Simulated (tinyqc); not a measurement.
# Ballistic Schottky-barrier transistor with a one-dimensional channel, WKB contacts: several studies

Source Fermi level 0, drain Fermi level -Vd. Far from the contacts Ec = pn - psi, and the gate moves psi one to one; the band edges relax as exp(-x/lam) from pn at the source and pn - Vd at the drain; Ev = Ec - Eg. A carrier of energy w inside the channel band meets at a contact a barrier of height D (the contact edge beyond the channel edge): T = 1 for w >= D, else exp(-S), S = 4 lam sqrt(m/C) [sqrt(D - w) - sqrt(w) arctan sqrt((D - w)/w)], C = hbar^2/(2 m0). The two contacts combine as Ts Td/(Ts + Td - Ts Td).

Parameters, values chosen for the exercise; channel values close to those of a silicon nanowire with silicide contacts:
```
symbol  value  unit                                    meaning
T         300     K                                temperature
Eg       1.12    eV                                   band gap
pn        0.7    eV     barrier for electrons at both contacts
mn        0.2    m0                              electron mass
mp       0.24    m0                                  hole mass
g           2                              valleys or subbands
lam       1.5    nm           screening length at the contacts
Vd        0.7     V                                 drain bias
ps       0.42     V  band shift psi of the channel by the gate
```

Constants: q = 1.602176634e-19 C, kB = 1.380649e-23 J/K, hbar = 1.054571817e-34 J s, h = 6.62607015e-34 J s, m0 = 9.1093837015e-31 kg, Vt = kB T/q, hbar^2/(2 m0) = 0.0380998212 eV nm^2. Results are converted to the units shown.

Each table varies one quantity; the others keep the values above.

## Effect of the drain bias on the off state

I = g (2 q^2/h) int T(w) [f(Es + w) - f(Ed + w)] dw, f(y) = 1/(1 + exp(y/Vt)). Electrons: Ds = psi, Dd = psi - Vd, Es = Ec, Ed = Ec + Vd. Holes: Ds = -psi, Dd = Vd - psi, Es = -Ev, Ed = -Ev - Vd. The size of each current is taken; both flow from drain to source and add. The integrals are converged. For each Vd, psi is set to the minimum of I.

Effect of the drain bias on the off state:

| Vd (V) | psi at the minimum (V) | smallest I (uA) |
|---|---|---|
| 0.05 | 0.211 | 1.50e-9 |
| 0.21 | 0.300 | 2.63e-8 |
| 0.37 | 0.391 | 3.63e-7 |
| 0.53 | 0.460 | 3.49e-6 |
| 0.68 | 0.527 | 2.50e-5 |
| 0.84 | 0.600 | 2.25e-4 |
| 1 | 0.677 | 0.00215 |

What does the table show?

The smallest current rises from 1.50e-9 to 0.00215 uA, 6.13 decades a volt between the last two rows, and the minimum moves by 0.49 V a volt over the table: a larger Vd lets holes enter from the drain while electrons still enter from the source.

## Effect of the screening length

Same model as above.

Result of one run:

| lam (nm) | current of the holes (uA) | share over the barriers (%) | \|d psi/d log10\| of this current (mV/decade) |
|---|---|---|---|
| 4.8 | 1.039e-5 | 3.391 | 181.0 |

What becomes of these results when the screening length at the contacts lam is changed from 4.8 to 5.9 nm, all else the same?

Result of the changed run:

| lam (nm) | current of the holes (uA) | share over the barriers (%) | \|d psi/d log10\| of this current (mV/decade) |
|---|---|---|---|
| 5.9 | 6.266e-6 | 5.624 | 218.7 |

The whole series:

| lam (nm) | current of the holes (uA) | share over the barriers (%) | \|d psi/d log10\| of this current (mV/decade) |
|---|---|---|---|
| 0.5 | 0.003800 | 0.009272 | 67.26 |
| 1.6 | 2.902e-4 | 0.1214 | 88.79 |
| 2.6 | 6.364e-5 | 0.5537 | 113.6 |
| 3.7 | 2.143e-5 | 1.644 | 145.6 |
| 4.8 | 1.039e-5 | 3.391 | 181.0 |
| 5.9 | 6.266e-6 | 5.624 | 218.7 |
| 6.9 | 4.459e-6 | 7.902 | 254.1 |
| 8 | 3.347e-6 | 10.53 | 293.7 |

The current falls from 0.00380 to 3.35e-6 uA, while the share over the barriers rises from 0.00927 to 10.5 %: the thermionic part does not depend on lam, and a thinner barrier adds tunnelling. The swing rises from 67.3 to 294 mV/decade.

## Ambipolar transfer curve

Same model as above.

Swing = d(psi)/d(log10 I).

Ambipolar transfer curve:

| ps (V) | electrons (uA) | holes (uA) | I (uA) | swing (mV/decade) |
|---|---|---|---|---|
| -0.34 | 1.354e-17 | 3.974 | 3.974 | -756.4 |
| -0.23 | 9.537e-16 | 2.729 | 2.729 | -599.2 |
| -0.12 | 6.719e-14 | 1.681 | 1.681 | -454.7 |
| -0.01 | 4.734e-12 | 0.8703 | 0.8703 | -324.9 |
| 0.1 | 8.391e-11 | 0.3323 | 0.3323 | -212.4 |
| 0.2 | 1.047e-9 | 0.08317 | 0.08317 | -130.8 |
| 0.31 | 2.071e-8 | 0.006848 | 0.006848 | -86.34 |
| 0.42 | 4.792e-7 | 3.509e-4 | 3.514e-4 | -86.82 |
| 0.53 | 1.241e-5 | 2.078e-5 | 3.318e-5 | -543.3 |
| 0.63 | 2.551e-4 | 1.944e-6 | 2.571e-4 | 77.06 |
| 0.74 | 0.005625 | 7.500e-8 | 0.005625 | 96.71 |
| 0.85 | 0.04335 | 1.064e-9 | 0.04335 | 161.6 |

I goes from 3.97 through a minimum of 3.32e-5 (at ps = 0.53 V among the rows listed) to 0.0434 uA; the exact minimum lies at psi = 0.536 V. Holes carry the left branch and electrons the right. The ratio of the last row to the smallest is 1310 and of the first row 1.20e5, with barriers of 0.7 eV for electrons and 0.420 eV for holes. The steepest swing among the rows is 77.1 mV/decade, against the thermionic limit 59.5.

Range of the model: No scattering, image-force lowering, channel charge or band-to-band tunnelling; parabolic kappa overstates S deep in the gap.

tinyqc, about 0.09 s, one thread, Intel Xeon 2.30GHz (shared host): `OMP_NUM_THREADS=1 python tinyqc.py 2390123 2390124 out.jsonl`
